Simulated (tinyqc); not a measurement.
From results back to parameters: propagation of a band-gap error through k.p and effective-mass formulas. Four cases, with inputs chosen for the exercise.

Problem. A calculation returned the electron mass below. With 1/me = 1 + Ep (E + 2 Dso/3)/(E (E + Dso)) and the given Ep and Dso, which gap E did it have, and by what factor is exp(-E/2kT) off against the gap Eg?

Constants: kB = 8.617333262e-05 eV/K.

Case 1.

Values chosen (reference values near those of GaSb, gap at low temperature; not measured data):
- Eg = 0.806 eV (gap at Gamma to the s-like level)
- Dso = 0.774 eV (spin-orbit splitting)
- Ep = 26.5 eV (Kane energy)
- T = 77 K (temperature)

me = 0.0159906 m0

Case 2.

Values chosen (reference values near those of ZnSe, gap at low temperature; not measured data):
- Eg = 2.834 eV (gap at Gamma to the s-like level)
- Dso = 0.395 eV (spin-orbit splitting)
- Ep = 23.8 eV (Kane energy)
- T = 300 K (temperature)

me = 0.0697948 m0

Case 3.

Values chosen (reference values near those of CdTe, gap at low temperature; not measured data):
- Eg = 1.636 eV (gap at Gamma to the s-like level)
- Dso = 0.9 eV (spin-orbit splitting)
- Ep = 18.6 eV (Kane energy)
- T = 300 K (temperature)

me = 0.0599109 m0

Case 4.

Values chosen (reference values near those of InP, gap at low temperature; not measured data):
- Eg = 1.438 eV (gap at Gamma to the s-like level)
- Dso = 0.11 eV (spin-orbit splitting)
- Ep = 21.1 eV (Kane energy)
- T = 77 K (temperature)

me = 0.0543849 m0

Find: X = 1/me - 1; E; log10 of the factor.
Solution. X E^2 + (X Dso - Ep) E - (2/3) Ep Dso = 0 has one positive root; the factor is exp((Eg - E)/2kT).

Case 1.

X = 1/me - 1 = 61.537
E = 0.330 eV
log10 of the factor = 15.58

Case 2.

X = 1/me - 1 = 13.328
E = 1.672 eV
log10 of the factor = 9.76

Case 3.

X = 1/me - 1 = 15.691
E = 0.998 eV
log10 of the factor = 5.36

Case 4.

X = 1/me - 1 = 17.387
E = 1.179 eV
log10 of the factor = 8.48

Computed by tinyqc, one run a case: `OMP_NUM_THREADS=1 python tinyqc.py N N+1 out.jsonl` with N = 1851214, 1851223, 1851242, 1851263; one thread of a shared Intel(R) Xeon(R) Processor @ 2.30GHz, about 0.01 s a run at most.
